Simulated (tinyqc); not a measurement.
# Free and trapped electrons in a MOS channel with a dense trap tail: what changes with what

p-type body, charge-sheet picture, full ionisation (an idealisation for deep acceptors), Boltzmann statistics for free electrons. e = Ec - EF at the surface. Acceptor-like traps of density D(E) = D0 + De exp(-E/Ew) at depth E below Ec, from 0 to Eu, hold n_t = integral of D(E)/(1 + exp((e - E)/Vt)). psi = Eg - Vt ln(Nv/Na) - e; N_dep = sqrt(2 eps0 eps_r Na (psi - Vt)/q); n_f = sqrt(N_dep^2 + 2 eps0 eps_r Vt Nc exp(-e/Vt)/q) - N_dep; Vg = Vfb + psi + q (N_dep + n_t + n_f)/Cox, Cox = eps0 eox/tox.

Parameters, values chosen for the exercise; band and dielectric values close to those of gallium nitride: temperature T = 400 K; band gap Eg = 3.41 eV; relative permittivity eps_r = 9.53; conduction-band density of states at T Nc = 3.57e18 cm^-3; valence-band density of states at T Nv = 7.01e19 cm^-3; relative permittivity of the insulator eox = 3.9; insulator thickness tox = 79 nm; acceptor density Na = 3.7e15 cm^-3; flat-band voltage without trapped charge Vfb = -2.42 V; constant background density of acceptor-like traps D0 = 1.2e11 cm^-2 eV^-1; density of the tail at the conduction edge De = 3.7e12 cm^-2 eV^-1; decay energy of the tail Ew = 0.07 eV; depth below Ec down to which the traps reach Eu = 0.77 eV; mobility of free electrons mf = 130 cm^2/(V s).

Constants: q = 1.602176634e-19 C, kB = 1.380649e-23 J/K, Vt = kB T/q, eps0 = 8.8541878128e-14 F/cm where lengths are in cm. Results are converted to the units shown.

Each table varies one quantity; the others keep the values above.

## Free and trapped charge against gate voltage

Free share n_f/(n_f + n_t); swing ln 10 n_f/(dn_f/dVg); field-effect mobility mf q (dn_f/dVg)/Cox, for a constant mf; oxide field q (N_dep + n_t + n_f)/(eps0 eox).

Free and trapped charge against gate voltage:
```
Vg (V)	e (eV)	n_f (cm^-2)	n_t (cm^-2)	free share (%)	swing (mV/decade)	field-effect mobility (cm^2/(V s))	oxide field (MV/cm)
1.4	0.5135	7.001e5	3.104e10	0.002256	134.3	0.005718	0.1599
2.9	0.08871	1.234e11	1.756e11	41.26	1556	87.01	0.2960
4.3	0.03583	4.165e11	2.470e11	62.78	4215	108.4	0.4665
5.8	0.004670	7.744e11	2.881e11	72.88	7209	117.9	0.6524
7.2	-0.01581	1.128e12	3.096e11	78.47	1.011e4	122.5	0.8270
8.7	-0.03278	1.518e12	3.230e11	82.46	1.331e4	125.2	1.015
10.1	-0.04566	1.888e12	3.307e11	85.09	1.637e4	126.6	1.190
11.6	-0.05726	2.288e12	3.361e11	87.19	1.969e4	127.5	1.379
13	-0.06660	2.664e12	3.394e11	88.70	2.282e4	128.1	1.555
```

What does the comparison show?

n_f reaches 1e11 cm^-2 at Vg = 2.77 V, against 2.16 V without traps. The free share rises from 0.00226 to 88.7 % and the field-effect mobility rises from 0.00572 to 128 cm^2/(V s), although mf = 130 is constant: in the last row 98.5 % of Cox dVg goes into free electrons. The swing in the first row is 134 mV a decade (Vt ln 10 = 79.4). For Vg = 4.3, 5.8, 7.2, 8.7, 10.1, 11.6, 13 EF lies less than 2 Vt below the band edge, or above it, where degeneracy and confinement, left out, matter.

## Effect of the decay energy of the tail

VT is the Vg for n_f = 1e11 cm^-2; swing ln 10 n_f/(dn_f/dVg) at n_f = 1e8 cm^-2; the last three columns are for Vg = VT + 6.3 V, with free share n_f/(n_f + n_t) and field-effect mobility mf q (dn_f/dVg)/Cox; there EF is near the band edge, where Boltzmann statistics are rough.

Effect of the decay energy of the tail:
```
Ew (eV)	e at VT (eV)	VT (V)	q n_t/Cox at VT (V)	swing (mV/decade)	n_f (cm^-2)	free share (%)	field-effect mobility (cm^2/(V s))
0.03	0.09701	2.517	0.3568	133.7	1.685e12	90.04	126.7
0.05	0.09701	2.621	0.4609	136.4	1.645e12	86.58	126.1
0.07	0.09701	2.769	0.6084	146.2	1.615e12	83.23	125.6
0.09	0.09701	2.947	0.7860	164.9	1.593e12	80.06	125.3
0.11	0.09701	3.144	0.9838	190.9	1.575e12	77.08	125.0
0.13	0.09701	3.355	1.194	221.7	1.561e12	74.31	124.8
0.15	0.09701	3.572	1.412	255.0	1.550e12	71.75	124.6
0.17	0.09701	3.792	1.631	289.2	1.541e12	69.38	124.4
```

Read the table: what changes, and by how much?

As Ew goes from 0.03 to 0.17, VT rises from 2.52 to 3.79 V, its part due to traps rises from 0.357 to 1.63 V, the swing rises from 134 to 289 mV/decade and the field-effect mobility falls from 127 to 124 cm^2/(V s).

Numbers from tinyqc (`OMP_NUM_THREADS=1 python tinyqc.py 2222113 2222114 out.jsonl`; about 0.02 s on one thread of a shared Intel Xeon 2.30GHz).
